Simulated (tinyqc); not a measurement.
MOS structure on a p-type body with a doping step, non-linear Poisson equation by Newton steps: one step of the calculation.

One dimension, insulator interface at x = 0, acceptor density N1 for x < x1 and Na beyond, net doping C = -(acceptor density). psi is counted from the intrinsic level: n = ni exp((psi - Vb)/Vt), p = ni exp(-psi/Vt); deep in the body psi_b = -Vt ln(Na/ni). The gate acts through Cox = eps0 eox/tox and has the potential psi_G = Vg - (phiM - chi - Vt ln(Nc/ni)). Boltzmann statistics, full ionisation, classical densities, no oxide or interface charge.

Question. Scales and end potentials. ni = sqrt(Nc Nv) exp(-Eg/(2 Vt)), Eg in volts; Cox, psi_G and psi_b as defined.

Inputs (values chosen for the exercise); band and dielectric values close to those of silicon:
```
symbol    value   unit                                                                 meaning
T           400      K                                                             temperature
Eg         1.11     eV                                                                band gap
Nc      4.28e19  cm^-3                                  conduction-band density of states at T
Nv      4.02e19  cm^-3                                     valence-band density of states at T
chi        4.05     eV                                                       electron affinity
Na       5.8e16  cm^-3                                       acceptor density deep in the body
eox         3.9         relative permittivity of the gate insulator (close to silicon dioxide)
tox         5.4     nm                                                     insulator thickness
phiM       4.17     eV                                                      gate work function
Vg         1.06      V                                           gate voltage against the body
```

Constants: q = 1.602176634e-19 C, kB = 1.380649e-23 J/K, Vt = kB T/q, eps0 = 8.8541878128e-14 F/cm where lengths are in cm. Results are converted to the units shown.

Give: ni; Cox; psi_G; psi_b.

Answer.

ni = 4.218e12 cm^-3
Cox = 0.6395 uF/cm^2
psi_G = 1.496 V
psi_b = -0.3284 V

tinyqc, about 0.3 s, one thread, Intel Xeon 2.30GHz (shared host): `OMP_NUM_THREADS=1 python tinyqc.py 2080069 2080070 out.jsonl`
